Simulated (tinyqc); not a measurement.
Inside a calculation: pair of shallow donors (hydrogen-like orbitals). Values are carried at full precision from step to step, so a last printed digit may differ when a step is redone from the rounded ones.

Each donor has the orbital exp(-r/a); energy unit Ha* = q/(eps a), q = e^2/(4 pi eps0), so that a lone donor is bound by Ha*/2; x = R/a. One electron: S = (1 + x + x^2/3) exp(-x), j = 1/x - (1 + 1/x) exp(-2x), k = (1 + x) exp(-x); levels E(+/-) = -1/2 - (j +/- k)/(1 +/- S) in Ha*, without the repulsion of the ions, split by D = |E(-) - E(+)|. In six valleys the overlaps S and k are multiplied by v = [cos(K Rx) + cos(K Ry) + cos(K Rz)]/3, K = k0 (2 pi/a_lat), for isotropic envelopes and the symmetric valley state.

Constants: e^2/(4 pi eps0) = 14.39964547 eV angstrom; hbar = 6.58211957e-16 eV s.

Parameters, chosen for this exercise (near those of two donors in Si; not measured data):
- a = 18.5 angstrom (orbital radius)
- eps = 11.7 (dielectric constant)
- n = (21.25, 0.25, 0.25) a_lat (separation vector)
- a_lat = 5.431 angstrom (lattice constant)
- k0 = 0.853 2 pi/a_lat (valley position)
- dV = 1.5 D (detuning between the donors, in units of D)

## Distance and integrals

Give Ha*, R, x, S, j, k and v.

Ha* = 66.526 meV
R = 115.42 angstrom
x = 6.2392

S, j, k: 0.03945  0.16027  0.01413

v = 0.3864

## One electron on two donors

Give both levels, the splitting D = |E(-) - E(+)| and the tunnelling frequency D/(2 pi hbar).

E(+), E(-) (meV): -44.123  -43.722

D = 0.4013 meV
frequency = 97.05 GHz

The second ion deepens the mean level by 10.66 meV, against Ha*/x = 10.66 meV for a point charge. Without the valley factor D would be 1.04 meV; v is positive, so the even combination lies lower.

## Detuning by a gate

Two-level picture for one electron: with detuning u = dV D the splitting is sqrt(D^2 + u^2) and the lower state has weight (1 + u/sqrt(D^2 + u^2))/2 on the lower donor; the field needed is u/(e R), 1 meV/angstrom = 100 kV/cm.

splitting = 0.7235 meV
weight = 0.916
field = 0.522 kV/cm

## Two electrons and exchange

Two electrons, Heitler-London: with S' = (1 - x + x^2/3) exp(x), C = 1/x - exp(-2x)(1/x + 11/8 + 3x/4 + x^2/6), X = (1/5){exp(-2x)(25/8 - 23x/4 - 3x^2 - x^3/3) + (6/x)[S^2 (0.5772157 + ln x) + S'^2 Ei(-4x) - 2 S S' Ei(-2x)]}, Q = C - 2j + 1/x and A = X - 2 S k + S^2/x, the singlet and triplet lie at (Q +/- w A)/(1 +/- w S^2) from two lone donors, with the valley weight w = v^2; the exchange is J = triplet - singlet.

Give C, X, Q, A and J.

C, X, Q, A (Ha*): 0.1602  0.0005606  -3.954e-05  -0.0003046

J = 6.05 micro-eV

A swap of the two spins takes pi hbar/J = 0.342 ns (hbar = 6.58212e-16 eV s). Against the one-electron splitting D = 0.401 meV, J/D = 0.015: exchange needs both electrons to tunnel and falls as exp(-2x), D as exp(-x).

## Checks

- Heitler-London binding at x = 1.6425 against the known 0.1160 hartree: both 0.1160.
- Overlap S by quadrature in spheroidal coordinates against the formula: both 0.03945.

(tinyqc, `OMP_NUM_THREADS=1 python tinyqc.py 1280786 1280787 out.jsonl`, Intel(R) Xeon(R) Processor @ 2.30GHz, 1 thread, shared host, about 0.01 s.)
